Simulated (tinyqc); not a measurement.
Fermi level and growth conditions: formation energy of a charged point defect from supercell energies. Computed by tinyqc, a small Python program. Command: `OMP_NUM_THREADS=1 python tinyqc.py 3025253 3025254 out.jsonl formation walk`. One thread of a shared host (Intel(R) Xeon(R) Processor @ 2.30GHz), about 0.01 s of CPU time with the checks.

The host is a compound AB. Making the defect adds n_A = -1, n_B = 0 atoms to the cell. All total energies are inputs. E_F is counted from the valence-band maximum (VBM); x = 0 is A-rich and x = 1 B-rich growth.

Inputs (values chosen for the exercise, with gap and screening modelled on CdTe): gap E_g = 1.53 eV; E_VBM of the host cell = 5.172 eV; potential alignment dV = 0.14 eV; dielectric constant eps = 10.4; cell length L = 12.2 angstrom; mu_A of the pure element = -2.5 eV; formation enthalpy dH of AB = -0.751 eV; growth condition x = 0.94.

Defect: vacancy of A. Supercell lattice: bcc.

charge states q: [1, 0, -1]

E(defect, q) - E(host), in the order of q (eV): [-2.194, 4.217, 10.442]

Constants: e^2/(4 pi eps_0) = 14.39964548 eV angstrom.

Method:
- dmu_A = x dH and dmu_B = (1 - x) dH, so that dmu_A + dmu_B = dH; mu = mu(element) + dmu.
- The reservoir term is sum n_i mu_i.
- Image-charge correction of a point charge in a neutralising background: E_corr = q^2 alpha e^2/(4 pi eps_0) / (2 eps L), alpha = 2.888462 for a bcc array with L the cube root of the volume.
- E_f(q, E_F) = [E(defect, q) - E(host)] - sum n_i mu_i + q (E_VBM + dV + E_F) + E_corr(q).
- Each entry is the lowest E_f over q.

E_f(q, 0) (eV): (q=+1) 0.07597, (q=0) 1.01106, (q=-1) 2.08797

sum n_i mu_i = 3.20594 eV

Lowest formation energy (eV):
```
E_F (eV)  stable q  A-rich, x = 0  x = 0.5  B-rich, x = 1
0.000           +1         0.7819   0.4064        0.03091
0.191           +1         0.9729   0.5974        0.22191
0.382           +1         1.1639   0.7884        0.41291
0.574           +1         1.3559   0.9804        0.60491
0.765           +1         1.5469   1.1714        0.79591
0.956            0         1.7170   1.3415        0.96600
1.148           -1         1.6459   1.2704        0.89491
1.339           -1         1.4549   1.0794        0.70391
1.530           -1         1.2639   0.8884        0.51291
```

What does the comparison show, and why?

Going from A-rich to B-rich growth shifts every line by -0.751 eV and moves no transition level. The slope of the envelope is the stable charge, so E_f is highest at E_F = 0.956 eV of those listed, and it falls on both sides: the defect is amphoteric and compensates either doping.

Extremes, crossings and ranges named in words are read from the listed rows.
